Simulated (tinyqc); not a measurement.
Plane-wave Kohn-Sham cycle with exchange-only LDA in a layered model solid, step by step. Computed by tinyqc, a small Python program that keeps every step. Settings: points = 16, plane-wave index or count = 2, electrons = 2, k points = 1, area = 23.0, mixing = 1.0, iteration cap = 70. Command: `OMP_NUM_THREADS=1 python tinyqc.py 25952 25953 out.jsonl` (the two numbers bound the seeds that draw the settings). One thread of a shared host (Intel(R) Xeon(R) Processor @ 2.60GHz), about 0.01 s of CPU time with the checks. Later iterations appear only in the table of the cycle.

## Iteration 1: potential

A solid whose potential varies along x alone (atomic units):
```
parameter                      value
period a                    5.700000
cross-section of the cell  23.000000
electrons per cell                 2
grid points                       16
plane waves -n..n, n               2
k points                           1
V1 in V1 cos(2 pi x/a)     -0.650000
```

density at the start, on the grid x_j = j a/N (e/bohr^3): 0.01525553  0.01525553  0.01525553  0.01525553  0.01525553  0.01525553  0.01525553  0.01525553  0.01525553  0.01525553  0.01525553  0.01525553  0.01525553  0.01525553  0.01525553  0.01525553

V_H(G) = 4 pi rho(G)/G^2 for G != 0 (uniform background); v_x = -(3 rho/pi)^(1/3); V = V_ext + V_H + v_x; Fourier components f(G_m) = (1/N) sum_j f(x_j) exp(-i G_m x_j).

Potentials on the grid (hartree):
```
x             V_ext       V_H        v_x          V
0.000000  -0.650000  0.000000  -0.244230  -0.894230
0.356250  -0.600522  0.000000  -0.244230  -0.844752
0.712500  -0.459619  0.000000  -0.244230  -0.703850
1.068750  -0.248744  0.000000  -0.244230  -0.492975
1.425000          0  0.000000  -0.244230  -0.244230
1.781250   0.248744  0.000000  -0.244230   0.004514
2.137500   0.459619  0.000000  -0.244230   0.215389
2.493750   0.600522  0.000000  -0.244230   0.356291
2.850000   0.650000  0.000000  -0.244230   0.405770
3.206250   0.600522  0.000000  -0.244230   0.356291
3.562500   0.459619  0.000000  -0.244230   0.215389
3.918750   0.248744  0.000000  -0.244230   0.004514
4.275000          0  0.000000  -0.244230  -0.244230
4.631250  -0.248744  0.000000  -0.244230  -0.492975
4.987500  -0.459619  0.000000  -0.244230  -0.703850
5.343750  -0.600522  0.000000  -0.244230  -0.844752
```

V(G_m), m = 0, 1, 2, ... (hartree): -0.244230  -0.325000  0.000000  0.000000  0.000000

## Iteration 1: Hamiltonian at one k

k = 0.000000 2 pi / a

H(m,m') = (k + G_m)^2/2 delta + V(G_m - G_m'), with V(-G) = V(G).

H (hartree):
```
           -2         -1         +0         +1         +2
-2   2.185959  -0.325000   0.000000   0.000000   0.000000
-1  -0.325000   0.363317  -0.325000   0.000000   0.000000
+0   0.000000  -0.325000  -0.244230  -0.325000   0.000000
+1   0.000000   0.000000  -0.325000   0.363317  -0.325000
+2   0.000000   0.000000   0.000000  -0.325000   2.185959
```

## Iteration 1: levels at that k

Diagonalise the Hermitian matrix.

eigenvalues (hartree): -0.500459  0.307099  0.560753  2.242176  2.244751

## Iteration 1: new density

Motion across x is left out: the lowest 1 band(s) hold two electrons at each of the k points (j + 1/2)/nk - 1/2. Residual R = rho(out) - rho(in); rho(new) = rho(in) + 1 R. rho(out) = 2/(a A nk) sum |psi|^2 with psi = sum c exp(i G x). Harris energy E = band energy - dV sum rho (V_H/2 + v_x) + (3/4) dV sum rho v_x with rho(in), dV = a A/N, band energy = (2/nk) sum of the filled levels.

rho(out) (e/bohr^3): 0.04115760  0.03740421  0.02813435  0.01766879  0.00949127  0.00461577  0.00227120  0.00133335  0.00109300  0.00133335  0.00227120  0.00461577  0.00949127  0.01766879  0.02813435  0.03740421

density after iteration 1 (e/bohr^3): 0.04115760  0.03740421  0.02813435  0.01766879  0.00949127  0.00461577  0.00227120  0.00133335  0.00109300  0.00133335  0.00227120  0.00461577  0.00949127  0.01766879  0.02813435  0.03740421

energy per cell = -0.87880335 hartree

## Iteration 2: potential

As before.

Potentials on the grid (hartree):
```
x             V_ext        V_H        v_x          V
0.000000  -0.650000   0.214228  -0.339996  -0.775768
0.356250  -0.600522   0.194087  -0.329329  -0.735764
0.712500  -0.459619   0.139372  -0.299504  -0.619751
1.068750  -0.248744   0.064269  -0.256483  -0.440959
1.425000          0  -0.015006  -0.208496  -0.223502
1.781250   0.248744  -0.085538  -0.163960  -0.000754
2.137500   0.459619  -0.139440  -0.129442   0.190737
2.493750   0.600522  -0.172818  -0.108386   0.319318
2.850000   0.650000  -0.184081  -0.101437   0.364482
3.206250   0.600522  -0.172818  -0.108386   0.319318
3.562500   0.459619  -0.139440  -0.129442   0.190737
3.918750   0.248744  -0.085538  -0.163960  -0.000754
4.275000          0  -0.015006  -0.208496  -0.223502
4.631250  -0.248744   0.064269  -0.256483  -0.440959
4.987500  -0.459619   0.139372  -0.299504  -0.619751
5.343750  -0.600522   0.194087  -0.329329  -0.735764
```

V(G_m), m = 0, 1, 2, ... (hartree): -0.214540  -0.285807  0.004466  0.000739  -0.000016

## Iteration 2: Hamiltonian at one k

k = 0.000000 2 pi / a

As before.

H (hartree):
```
           -2         -1         +0         +1         +2
-2   2.215649  -0.285807   0.004466   0.000739  -0.000016
-1  -0.285807   0.393007  -0.285807   0.004466   0.000739
+0   0.004466  -0.285807  -0.214540  -0.285807   0.004466
+1   0.000739   0.004466  -0.285807   0.393007  -0.285807
+2  -0.000016   0.000739   0.004466  -0.285807   2.215649
```

## Iteration 2: levels at that k

As before.

eigenvalues (hartree): -0.421213  0.344657  0.558599  2.259550  2.261180

## Iteration 2: new density

As before.

rho(out) (e/bohr^3): 0.03903586  0.03576300  0.02757348  0.01807199  0.01031959  0.00541074  0.00286990  0.00177639  0.00148244  0.00177639  0.00286990  0.00541074  0.01031959  0.01807199  0.02757348  0.03576300

density after iteration 2 (e/bohr^3): 0.03903586  0.03576300  0.02757348  0.01807199  0.01031959  0.00541074  0.00286990  0.00177639  0.00148244  0.00177639  0.00286990  0.00541074  0.01031959  0.01807199  0.02757348  0.03576300

energy per cell = -0.82430705 hartree

## Convergence

Stop when sqrt(dV sum R^2) is below 1e-8, dV = a A/N.

Course of the cycle:
```
iteration  E (hartree)  norm of the residual
1          -0.87880335              1.62e-01
2          -0.82430705              1.10e-02
3          -0.82422569              3.64e-04
4          -0.82422559              1.32e-05
5          -0.82422559              4.92e-07
6          -0.82422559              1.79e-08
7          -0.82422559              6.64e-10
```

Converged in 7 iterations. Before convergence this energy mixes input and output and is not variational, so it may rise towards its limit.
